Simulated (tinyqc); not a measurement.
# Trap density from the barrier height

Inverse problem. In a partly depleted grain with all boundary traps filled, 2 N W = Qt and VB = q N W^2/(2 eps0 eps_r). Find Qt, W and the doping at which VB would equal Vt.

Parameters, values chosen for the exercise:
- T = 300 K (temperature)
- eps_r = 11.7 (relative permittivity)

Constants: q = 1.602176634e-19 C, kB = 1.380649e-23 J/K, Vt = kB T/q, eps0 = 8.8541878128e-14 F/cm where lengths are in cm. Results are converted to the units shown.

doping = 4.5e17 cm^-3
barrier height = 0.20793072 V

Solution. Eliminating W gives VB = q Qt^2/(8 eps0 eps_r N), which falls as 1/N.

Qt = 2.200e12 cm^-2
W = 24.44 nm
doping for VB = Vt = 3.619e18 cm^-3

tinyqc, about 0.01 s, one thread, Intel Xeon 2.30GHz (shared host): `OMP_NUM_THREADS=1 python tinyqc.py 2830039 2830040 out.jsonl`
